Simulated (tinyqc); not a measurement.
Which pair of peaks is best: composition and strain of an epitaxial Si(1-x)Ge(x) layer from Raman and X-ray peaks. Computed by tinyqc, a small Python program. Command: `OMP_NUM_THREADS=1 python tinyqc.py 3024241 3024242 out.jsonl epiraman walk`. One thread of a shared host (Intel(R) Xeon(R) Processor @ 2.30GHz), about 0.01 s of CPU time with the checks.

A (001) layer, biaxially strained in the plane. The Raman peaks follow empirical lines omega = w0 + c1 x + c3 x^3 + b eps (c3 for Si-Ge alone), with eps the in-plane strain.

Inputs (values chosen for the exercise, modelled on silicon-germanium):
```
quantity                     value  unit
Ge fraction x                  0.4     -
Si-Si: c1                    -69.2  1/cm
Si-Si: strain coefficient b   -772  1/cm
Si-Ge: c1                     25.7  1/cm
Si-Ge: c3                    -32.8  1/cm
Si-Ge: strain coefficient b   -544  1/cm
Ge-Ge: c1                     18.6  1/cm
Ge-Ge: strain coefficient b   -432  1/cm
uncertainty of a Raman peak    0.3  1/cm
```

Substrate: silicon.

Method. For each pair invert J = [d omega/dx, d omega/d eps] at the true x. Independent errors of the given size in both peaks give sigma_x and sigma_eps = uncertainty x (norm of the rows of the inverse of J).

Error propagation:
```
pair                det J    sigma_x  sigma_eps (per mille)
Si-Si and Si-Ge    45.331  0.0062502                0.46268
Si-Si and Ge-Ge   44.2536  0.0059971                0.48576
Si-Ge and Ge-Ge  5.817408   0.035823                 1.0880
```

What does the comparison show, and why?

The pair Si-Si and Ge-Ge fixes x best (sigma_x = 0.0060) and Si-Ge and Ge-Ge worst (0.036), a factor 6.0. Strain moves all peaks the same way, so a good pair needs different ratios of composition slope to strain coefficient, best of opposite sign; the slopes here are -69.2, 10.0 and 18.6 per cm for Si-Si, Si-Ge and Ge-Ge. Errors in the coefficients themselves are not counted.

Extremes, crossings and ranges named in words are read from the listed rows.
